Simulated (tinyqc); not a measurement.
RHF in the sto-3g basis, for B+, spin multiplicity 1, step by step. One step of it, computed by the program tinyqc.

Problem. Orthogonalisation. S = U s U^T; symmetric (Loewdin) form X = U s^(-1/2) U^T, so that X^T S X = 1.

overlap S, order 1B 1s, 1B 2s, 1B 2px, 1B 2py, 1B 2pz:
```
[[1.000000, 0.269328, 0.000000, 0.000000, 0.000000],
 [0.269328, 1.000000, 0.000000, 0.000000, 0.000000],
 [0.000000, 0.000000, 1.000000, 0.000000, 0.000000],
 [0.000000, 0.000000, 0.000000, 1.000000, 0.000000],
 [0.000000, 0.000000, 0.000000, 0.000000, 1.000000]]
```

Give: eigenvalues of S; X.

Solution.

eigenvalues of S: [0.731, 1.000, 1.000, 1.000, 1.269]

X, order 1B 1s, 1B 2s, 1B 2px, 1B 2py, 1B 2pz:
```
[[1.029, -0.141, 0.000, 0.000, 0.000],
 [-0.141, 1.029, 0.000, 0.000, 0.000],
 [0.000, 0.000, 1.000, 0.000, 0.000],
 [0.000, 0.000, 0.000, 1.000, 0.000],
 [0.000, 0.000, 0.000, 0.000, 1.000]]
```
